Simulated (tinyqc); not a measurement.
# On-chip interconnect, size-dependent resistivity and RC delay: what changes with what

A rectangular line between two neighbours and two ground planes. Surface and grain-boundary scattering are added to the bulk resistivity as corrections; capacitances are parallel-plate values without fringing; inductance is ignored.

Parameters, values chosen for the exercise; metal values close to those of copper: bulk resistivity rho0 = 1.69 uohm cm; bulk mean free path lam = 39.3 nm; specular share of surface scattering ps = 0.2; reflection coefficient of grain boundaries Rg = 0.47; grain size over the metal width gr = 0.7; drawn line width wd = 10 nm; aspect ratio, height over width AR = 1.7; liner on both walls and the bottom, not conducting tl = 1.3 nm; space to the neighbouring lines sp = 15 nm; dielectric height to the planes above and below hd = 18 nm; relative permittivity of the dielectric ek = 3.9; Miller factor of the neighbours Mf = 0; driver resistance Rd = 1300 ohm; load capacitance Cl = 1.6 fF; bulk resistivity of the second metal (close to iridium) rho2 = 5.3 uohm cm; mean free path of the second metal lam2 = 6.92 nm; liner of the second metal tl2 = 0.4 nm.

Constants: eps0 = 8.8541878128e-12 F/m. Results are converted to the units shown.

Each table varies one quantity; the others keep the values above.

## Delay against the line length

Metal width x = wd - 2 tl, height y = AR wd - tl; grain boundaries (Mayadas-Shatzkes): al = (lam/(gr x)) Rg/(1 - Rg), g = 1/[1 - 3 al/2 + 3 al^2 - 3 al^3 ln(1 + 1/al)] - 1; surfaces (Fuchs-Sondheimer, thick limit): s = (3/8) lam (1 - ps)(1/x + 1/y); rho = rho0 (1 + g + s); r = rho/(x y); c = eps0 ek (2 wd/hd + 2 Mf AR wd/sp). Elmore delay tE = Rd (c Lw + Cl) + r Lw (c Lw/2 + Cl); t50 is the time at which the far end of a ladder of 30 pi sections (half capacitances at both ends, Cl at the far end, a step applied through Rd) reaches half the step; line share r Lw/(Rd + r Lw); estimate 0.69 Rd (c Lw + Cl) + 0.38 r c Lw^2 + 0.69 r Lw Cl.

The same in every row: rho (uohm cm) = 20.92; r (ohm/um) = 1800; c (fF/um) = 0.03837.

Delay against the line length:
```
Lw (um)	tE (ps)	t50 (ps)	estimate (ps)	line share of the resistance (%)
1	5.045	3.503	3.483	58.07
3	11.18	7.795	7.737	80.60
7	24.29	17.04	16.88	90.65
20	74.50	53.12	52.38	96.52
50	234.9	171.4	168.2	98.58
100	640.5	475.6	466.1	99.28
400	6700	5062	5010	99.82
1000	3.747e4	2.837e4	2.827e4	99.93
3000	3.196e5	2.421e5	2.423e5	99.98
```

Read the table: what changes, and by how much?

As Lw goes from 1 to 3000, r stays at 1800 ohm/um, c stays at 0.0384 fF/um and t50 rises from 3.50 to 2.42e5 ps. t50/tE lies between 0.694 and 0.757, and the estimate is within 2.0 % of t50. The delay goes as Lw^(0.73) for the shortest lines and Lw^(1.95) for the longest; the line resistance equals Rd at 0.722 um.

## Two metals against line width

Metal width x = wd - 2 tl, height y = AR wd - tl; grain boundaries (Mayadas-Shatzkes): al = (lam/(gr x)) Rg/(1 - Rg), g = 1/[1 - 3 al/2 + 3 al^2 - 3 al^3 ln(1 + 1/al)] - 1; surfaces (Fuchs-Sondheimer, thick limit): s = (3/8) lam (1 - ps)(1/x + 1/y); rho = rho0 (1 + g + s); r = rho/(x y). The second metal has rho2, lam2 and tl2 in place of rho0, lam and tl; ps, Rg, gr and AR are shared.

Results:
```
wd (nm)	rho, first (uohm cm)	rho, second (uohm cm)	r, first (ohm/um)	r, second (ohm/um)	ratio second/first
5	59.61	24.31	3.450e4	7146	0.2071
6.5	37.72	19.40	9919	3195	0.3221
8	27.88	16.52	4198	1738	0.4140
10	20.92	14.12	1800	924.9	0.5137
17	11.68	10.38	294.0	224.7	0.7644
22	9.146	9.203	130.6	117.3	0.8984
30	7.000	8.154	51.41	55.19	1.074
45	5.150	7.202	16.15	21.41	1.326
70	3.887	6.526	4.900	7.951	1.623
120	2.967	6.018	1.247	2.480	1.989
```

Estimate the missing row, wd = 13 nm.

Computed row:
```
wd (nm)	rho, first (uohm cm)	rho, second (uohm cm)	r, first (ohm/um)	r, second (ohm/um)	ratio second/first
13	15.45	12.00	714.3	453.1	0.6344
```

With this row back in the table: The resistivity of the first metal falls from 59.6 to 2.97 uohm cm and that of the second goes from 24.3 to 6.02 uohm cm as the line widens. The products rho0 lam, which set the size effect, are 66.4 and 36.7 uohm cm nm. The two resistances cross at wd = 26.4 nm: below it the second metal gives the lower line resistance. For widths well under the mean free path the thick-limit surface term is only a guide.

Range of the model: The metal width is under the mean free path, where the thick-limit surface term and the simple sum of corrections lose accuracy.

Numbers from tinyqc (`OMP_NUM_THREADS=1 python tinyqc.py 2100120 2100121 out.jsonl`; about 0.01 s on one thread of a shared Intel Xeon 2.30GHz).
